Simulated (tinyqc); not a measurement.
Worked calculation: Brillouin zone and empty-lattice bands of the bcc structure. Values are carried at full precision from step to step, so a last printed digit may differ when a step is redone from the rounded ones.

Primitive vectors a (-1/2,1/2,1/2), a (1/2,-1/2,1/2), a (1/2,1/2,-1/2); one atom. Reciprocal vectors obey a_i.b_j = 2 pi delta_ij; k is given in units of 2 pi/a. Empty-lattice levels are c0 (2 pi/a)^2 |k + G|^2, c0 = hbar^2/2m0. Points: H = (1, 0, 0), N = (0.5, 0.5, 0), P = (0.5, 0.5, 0.5).

Constants: hbar^2/2m0 = 3.80998211 eV angstrom^2; a0 (Bohr radius) = 0.5291772105 angstrom.

Inputs chosen for the exercise (out of a larger set: lattice near that of Na; not measured data): a = 4.258 angstrom (lattice constant); Z = 1 (free electrons per atom); V1 = -1.11 eV (atomic form factor on the shell that bounds the zone).

## Reciprocal lattice

Give b1, b2, b3, the cell volume, the zone volume (2 pi)^3/V and the energy unit c0 (2 pi/a)^2.

b1, b2, b3 as rows (2 pi/a):
$$\begin{pmatrix}
0.0000 & 1.0000 & 1.0000 \\
1.0000 & 0.0000 & 1.0000 \\
1.0000 & 1.0000 & 0.0000
\end{pmatrix}$$

cell volume = 38.600 angstrom^3
zone volume = 6.4262 1/angstrom^3
energy unit = 8.2960 eV

## Shells of G and Bragg planes

List the first six shells of G with their number, the structure factor |sum over atoms of exp(i G.tau)|/(atoms per cell), and the distance |G|/2 of the Bragg plane from Gamma.

Shells:
```
|G|^2 ((2 pi/a)^2)  number  structure factor  |G|/2 (2 pi/a)
2.0000                  12            1.0000          0.7071
4.0000                   6            1.0000          1.0000
6.0000                  24            1.0000          1.2247
8.0000                  12            1.0000          1.4142
10.0000                 24            1.0000          1.5811
12.0000                  8            1.0000          1.7321
```

No structure factor vanishes among these shells.

## The free-electron sphere

n = Z/V, kF = (3 pi^2 n)^(1/3), EF = c0 kF^2, rs = (3/(4 pi n))^(1/3)/a0; compare kF with |k| of the points on the zone surface.

n = 0.02591 1/angstrom^3
kF = 0.6204 2 pi/a
EF = 3.193 eV
rs = 3.962

Points:
```
point  |k| (2 pi/a)  kF/|k|  lowest level (eV)  levels below EF
H            1.0000   0.620              8.296                0
N            0.7071   0.877              4.148                0
P            0.8660   0.716              6.222                0
```

The sphere lies wholly inside the first zone; it comes closest to the surface at N (88 % of the way).

## Empty-lattice levels at Gamma, N and H

Give the five lowest values of |k + G|^2 with their degeneracy (spin not counted).

Levels:
```
point  |k + G|^2  degeneracy  E (eV)
Gamma     0.0000           1   0.000
Gamma     2.0000          12  16.592
Gamma     4.0000           6  33.184
Gamma     6.0000          24  49.776
Gamma     8.0000          12  66.368
N         0.5000           2   4.148
N         1.5000           4  12.444
N         2.5000           4  20.740
N         3.5000           8  29.036
N         4.5000           6  37.332
H         1.0000           6   8.296
H         3.0000           8  24.888
H         5.0000          24  41.480
H         9.0000          30  74.664
H        11.0000          24  91.257
```

The lowest level is 2-fold at N and 6-fold at H: as many zones meet there, and these are the lowest sets at these points on which a weak potential acts.

## The gap at N

At N two waves k and k - G with G = 2k are degenerate at E0. With V = |V1| x structure factor of G the levels are E0 -/+ V, and the masses normal to the face are 1/(1 -/+ 2 E0/V).

structure factor = 1.0000
E0 = 4.148 eV

levels (eV): [3.038, 5.258]

masses normal to the face, lower and upper (m0): [-0.1545, 0.1180]

EF of the free sphere, 3.19 eV, lies inside the gap: the surface meets the face and a neck opens, with nothing in the upper band here (EF = c0 (3 pi^2 n)^(2/3) for 1 electron a cell; its shift by the potential is neglected). The margin is small against the gap, so that shift, which lowers EF, could change this verdict. V1 is a free input here; real Na and K have 0.1 to 0.3 eV and nearly spherical surfaces.

## Checks

- a_i.b_j/(2 pi) against the unit matrix: they agree to 1e-10 or better.

tinyqc: `OMP_NUM_THREADS=1 python tinyqc.py 1850398 1850399 out.jsonl`; about 0.02 s, one thread, shared Intel(R) Xeon(R) Processor @ 2.30GHz.
